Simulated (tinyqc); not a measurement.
Field dependence: Hall effect and magnetoresistance of several carrier groups with constant relaxation times. Computed by tinyqc, a small Python program. Command: `OMP_NUM_THREADS=1 python tinyqc.py 3014727 3014728 out.jsonl hall2 walk`. One thread of a shared host (Intel(R) Xeon(R) Processor @ 2.30GHz), about 0.01 s of CPU time with the checks.

Group 1 has charge +e and group 2 charge +e; s_i is that sign. B lies along z; mu B is formed with mu in m^2/(V s).

Inputs (values chosen for the exercise, for a model conductor): density n1 = 8.6e+18 1/cm^3; mobility mu1 = 48000 cm^2/(V s); density n2 = 4.1e+19 1/cm^3; mobility mu2 = 28000 cm^2/(V s).

Carriers: light and heavy holes. Densities: per volume.

Constants: e = 1.602176634e-19 C.

Method:
- Weak field: R_H(0) = sum s_i n_i mu_i^2/(e (sum n_i mu_i)^2); MR = c B^2 with c = n1 n2 mu1 mu2 (s1 mu1 - s2 mu2)^2/(n1 mu1 + n2 mu2)^2. Strong field: R_H = 1/(e sum s_i n_i); rho_xx saturates at (n1/mu1 + n2/mu2)/(e (sum s_i n_i)^2).
- sigma_xx = sum n_i e mu_i/(1 + mu_i^2 B^2); sigma_xy = sum s_i n_i e mu_i^2 B/(1 + mu_i^2 B^2).
- rho_xx = sigma_xx/(sigma_xx^2 + sigma_xy^2); Hall coefficient R_H = sigma_xy/(B (sigma_xx^2 + sigma_xy^2)), with B in V s/cm^2 (1 T = 1e-4 V s/cm^2); magnetoresistance MR = rho_xx(B)/rho_xx(0) - 1.

saturation MR = 4.26560 %

Against the field:
```
B (T)       mu1 B  rho_xx (ohm cm)  R_H (cm^3/C)      MR (%)
0.01   4.8000e-02       3.9992e-06       0.13311  7.7670e-03
0.031  1.4880e-01       4.0019e-06       0.13300  7.3489e-02
0.083  3.9840e-01       4.0180e-06       0.13231  4.7620e-01
0.21   1.0080e+00       4.0750e-06       0.12987  1.9017e+00
0.52   2.4960e+00       4.1407e-06       0.12706  3.5466e+00
1.2    5.7600e+00       4.1632e-06       0.12610  4.1092e+00
3.1    1.4880e+01       4.1685e-06       0.12588  4.2414e+00
8.3    3.9840e+01       4.1694e-06       0.12584  4.2622e+00
25     1.2000e+02       4.1695e-06       0.12584  4.2652e+00
```

What does the comparison show, and why?

MR starts as B^1.99 and ends as B^0.00; it saturates at 4.27 %. One group alone would show no magnetoresistance in this model. The rows with mu1 B well above 1 show the semiclassical limit; Landau quantisation is left out.
